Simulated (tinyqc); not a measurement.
Plain band against climbing image: nudged elastic band on a two-dimensional model surface. Computed by tinyqc, a small Python program. Command: `OMP_NUM_THREADS=1 python tinyqc.py 3012752 3012753 out.jsonl neb walk`. One thread of a shared host (Intel(R) Xeon(R) Processor @ 2.30GHz), about 0.3 s of CPU time with the checks.

V(x, y) = h u^2 + t x + (kappa/2)(y + c u)^2 with u = x^2/w^2 - 1; the path runs from the minimum near (-w, 0) to that near (w, 0).

Inputs (values chosen for the exercise, for a model surface):
```
quantity                    value           unit
height h                     0.71             eV
half width w                 0.96       angstrom
transverse stiffness kappa    3.6  eV/angstrom^2
curvature c                  0.68       angstrom
tilt t                       -0.2    eV/angstrom
spring constant k_s           2.6  eV/angstrom^2
step factor eta             0.039  angstrom^2/eV
```

Surface: curved double well. Climbing image: off.

Method:
- Newton steps x(new) = x - H^-1 grad V (moves limited to 0.3 angstrom) from (-w, 0), (w, 0) and (0, c) give the two minima and the saddle.
- Tangent at image i: towards the higher neighbour if the energies rise or fall through i; at a maximum or minimum, tau = t+ dmax + t- dmin if V(i+1) > V(i-1), else t+ dmin + t- dmax, with t+ = R(i+1) - R(i), t- = R(i) - R(i-1) and dmax, dmin the larger and smaller of |V(i+1) - V(i)| and |V(i-1) - V(i)|; then normalise. Force F = -grad V + (grad V.tau) tau + k_s (|t+| - |t-|) tau.
- With a climbing image, the highest image feels instead F = -grad V + 2 (grad V.tau) tau and no spring.
- Update R(new) = R + eta F; the end points stay fixed.
- Images are counted without the end points, and convergence is judged on the largest force on an image. Each run starts on the straight line with the same k_s and eta, for at most 1500 iterations; errors are against the Newton saddle; a dash marks a run that did not reach 1e-4 eV/angstrom.

positions (angstrom):
```
                x          y
start   -0.925737   0.047673
end      0.990939  -0.044537
saddle  -0.065202   0.676863
```

energies (eV): start 0.188637, end -0.195142, saddle 0.716505

barrier from the start = 0.527868 eV

Error of the highest image (meV) and iterations:
```
images  plain, error  plain, iterations  climbing, error  climbing, iterations
2           -116.439                 72                0                    84
3            -25.656                108                0                    69
4            -22.681                137                0                    88
5            -25.681                191                0                    79
6             -3.948                231                0                   121
8             -0.176                337                0                   158
10            -0.342                450                0                   193
```

What does the comparison show, and why?

The plain band underestimates the barrier by 0.18 to 116.44 meV, depending on how near an image falls to the saddle (worst for 2 images, best for 8). The climbing image is within about 0.001 meV in every converged run, so few images suffice for the barrier.

Extremes, crossings and ranges named in words are read from the listed rows.
